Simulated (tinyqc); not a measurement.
Inside a calculation. Model: hole mobility in a silicon inversion layer, empirical terms and Matthiessen rule.

Numbers from tinyqc (`OMP_NUM_THREADS=1 python tinyqc.py 2510053 2510054 out.jsonl`; about 0.01 s on one thread of a shared Intel Xeon 2.30GHz). Printed values are rounded.

Inversion layer of sheet density Ns on a uniformly doped body. The mobility terms are empirical power laws with prefactors chosen for the exercise; adding their inverses (Matthiessen) is itself an approximation.

Values chosen for this exercise; material values close to those of silicon: temperature T = 400 K; band gap Eg = 1.12 eV; relative permittivity of the semiconductor eps_r = 11.9; conduction-band density of states at T Nc = 4.37e19 cm^-3; valence-band density of states at T Nv = 4.11e19 cm^-3; body doping Nb = 2.7e17 cm^-3; reverse body bias Vsb = 0 V; weight of the inversion charge in the effective field eta = 0.3333; gate capacitance Cox = 0.73 uF/cm^2; phonon-limited mobility at 1 MV/cm and 300 K Ap = 122 cm^2/(V s); roughness-limited mobility at 1 MV/cm As = 502 cm^2/(V s); exponent of the roughness term gs = 1.3; Coulomb prefactor Ac = 1300 cm^2/(V s); charge at the interface Nit = 9.6e11 cm^-2; inversion density Ns = 1.7e12 cm^-2; ratio W/L WL = 10; drain voltage Vd = 0.02 V; measured linear current I = 3.86 uA.

Constants: q = 1.602176634e-19 C, kB = 1.380649e-23 J/K, Vt = kB T/q, eps0 = 8.8541878128e-14 F/cm where lengths are in cm. Results are converted to the units shown.

## Depletion charge and effective field

ni = sqrt(Nc Nv) exp(-Eg/(2 Vt)), Eg in volts; Ndep = sqrt(2 eps0 eps_r Nb (2 Vt ln(Nb/ni) + Vsb)/q); E = q (Ndep + eta Ns)/(eps0 eps_r), in MV/cm.

ni = 3.72797e12 cm^-3
Ndep = 1.65517e12 cm^-2
E = 0.337843 MV/cm

The depletion charge gives 74.5 % of the field.

## Mobility terms and their sum

With t = T/(300 K): muC = Ac (Ns/1e12 cm^-2) t/(Nb/1e17 cm^-3 + Nit/1e11 cm^-2), muP = Ap E^(-1/3) t^(-1.75), muS = As E^(-gs); 1/mu is the sum of the inverses.

terms (cm^2/(V s)): Coulomb 239.566, phonon 105.880, roughness 2057.66
mu = 70.8974 cm^2/(V s)
shares of 1/mu (%): Coulomb 29.5940, phonon 66.9604, roughness 3.44553

The phonon term limits most.

## Iteration 1: inversion density for the measured current

Ns at the start = 2.5e12 cm^-2

I = (W/L) q Ns mu Vd. E = q (Ndep + eta Ns)/(eps0 eps_r) in MV/cm. With t = T/(300 K): muC = Ac (Ns/1e12 cm^-2) t/(Nb/1e17 cm^-3 + Nit/1e11 cm^-2), muP = Ap E^(-1/3) t^(-1.75), muS = As E^(-gs); 1/mu is the sum of the inverses. Ns(new) = I/((W/L) q mu Vd).

E = 0.378389 MV/cm
mu = 75.7005 cm^2/(V s)
Ns after iteration 1 = 1.59128e12 cm^-2

## Iteration 2: inversion density for the measured current

As before.

E = 0.332333 MV/cm
mu = 69.7926 cm^2/(V s)
Ns after iteration 2 = 1.72599e12 cm^-2

## Course of the iteration: inversion density for the measured current

Stop when Ns changes by less than 1e5 cm^-2, or after 120 iterations.

Course of the iteration:
```
iteration  Ns (cm^-2)  |change| (cm^-2)
1          1.59128e12           9.09e11
2          1.72599e12           1.35e11
3          1.69329e12           3.27e10
4          1.70062e12            7.33e9
5          1.69895e12            1.68e9
6          1.69933e12            3.81e8
7          1.69924e12            8.68e7
8          1.69926e12            1.98e7
9          1.69926e12            4.50e6
10         1.69926e12            1.03e6
11         1.69926e12            2.33e5
12         1.69926e12            5.32e4
```

Converged in 12 iterations. At the end each change is about 0.23 times the one before, with alternating sign: linear convergence.

## Split C-V extraction

```
point  Vg (V)  Cgc (uF/cm^2)      I (uA)
0         0.1     1.52668e-4  6.22137e-9
1         0.2     0.00198450  1.05327e-6
2         0.3      0.0250420  1.71954e-4
3         0.4       0.230996   0.0189702
4         0.5       0.626196    0.374514
5         0.6       0.720831     1.34390
6         0.7       0.729288     2.55563
7         0.8       0.729945     3.82258
8         0.9       0.729996     5.08647
9           1       0.730000     6.32577
10        1.1       0.730000     7.53208
11        1.2       0.730000     8.70258
12        1.3       0.730000     9.83700
```

Q(Vg) is the trapezoid sum of Cgc from the first point (where Q is taken as 0); mu_eff = I/((W/L) Q Vd); mu_FE = (dI/dVg)/((W/L) Cox Vd) with a backward difference. Listed from point 4 on.

```
point  Q (uC/cm^2)  mu_eff (cm^2/(V s))  mu_FE (cm^2/(V s))
4        0.0571197              32.7832             24.3523
5         0.124471              53.9843             66.3961
6         0.196977              64.8714             82.9957
7         0.269939              70.8047             86.7774
8         0.342936              74.1608             86.5678
9         0.415935              76.0427             84.8836
10        0.488935              77.0253             82.6240
11        0.561935              77.4340             80.1711
12        0.634935              77.4646             77.7001
```

At the last point mu_FE is 0.30 % above mu_eff.
